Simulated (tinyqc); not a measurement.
Miniband width against barrier thickness: short-period [001] superlattice in sp3s* tight binding.

Planes alternate anion, cation along [001], a/4 apart; at zero in-plane momentum s, pz, s* form one block. All levels of A are shifted so that its Ev (lower root of [[Epa, Vxx], [Vxx, Epc]]) is 0, and those of B so that its Ev is -dEv. A monolayer is an anion plane and the cation plane above it; an anion between unlike cations takes the mean of the two anion levels; each bond takes the couplings of its cation. Block from an anion to the cation above: U with Vss/2 (s,s), Vsapc/2 (s,z), -Vscpa/2 (z,s), Vxx/2 (z,z), Vxapc/2 (s*,z), -Vpaxc/2 (z,s*); to the cation below: the same with the s-z and s*-z signs reversed. The cell of n + m monolayers is closed with the phase exp(2 pi i q). No spin-orbit coupling. In this block 2 (n + m) levels are filled.

For the two lowest empty levels at q = 0: energy, share of the cation weight on A, and Gamma character, the share of the cation amplitudes with Fourier index |j|/(n + m) < 1/4 along the stack (near 1: Gamma-like, near 0: folded from X).

Parameters, chosen for this exercise (A near a published set for GaAs, B for AlAs; not measured data): pA = (-8.349, 1.042, -2.652, 3.669, 8.589, 6.732, -6.449, 1.956, 5.08, 4.487, 5.79, 4.856, 4.8) eV (order Esa, Epa, Esc, Epc, Exa, Exc, Vss, Vxx, Vxy, Vsapc, Vscpa, Vxapc, Vpaxc); pB = (-7.544, 0.982, -1.16, 3.578, 7.463, 6.721, -6.682, 1.883, 4.294, 5.125, 5.5, 4.525, 5.007) eV (the same for B); dEv = 0.52 eV (valence offset: Ev(B) lies this far below Ev(A)); nw = 8 (monolayers of A); a = 5.648 angstrom (lattice constant, taken common; strain is left out).

nw monolayers of A and m of B; lowest empty level at q = 0 and q = 1/2. The decay constant is ln(width(4)/width(6)) over two monolayers, each a/2 thick.

Lowest miniband:

| m | E(q = 0) (eV) | E(q = 1/2) (eV) | width (meV) | Gamma character |
|---|---|---|---|---|
| 1 | 1.6280 | 1.8860 | 257.973 | 0.98 |
| 2 | 1.6800 | 1.8354 | 155.379 | 0.99 |
| 3 | 1.7099 | 1.8002 | 90.265 | 0.99 |
| 4 | 1.7269 | 1.7838 | 56.918 | 0.97 |
| 5 | 1.7388 | 1.7685 | 29.650 | 0.99 |
| 6 | 1.7438 | 1.7649 | 21.105 | 0.94 |
| 8 | 1.7501 | 1.7574 | 7.305 | 0.91 |

decay constant = 0.1757 1/angstrom

The width falls from 258.0 to 7.31 meV, as exp(-kappa d) with kappa = 0.176 1/angstrom, which stands for the decay constant of the barrier at this energy: each monolayer costs a factor 1.64. The level at q = 0 rises by 122 meV towards that of a single well.

tinyqc: `OMP_NUM_THREADS=1 python tinyqc.py 1481769 1481770 out.jsonl`; about 0.3 s, one thread, shared Intel(R) Xeon(R) Processor @ 2.30GHz.
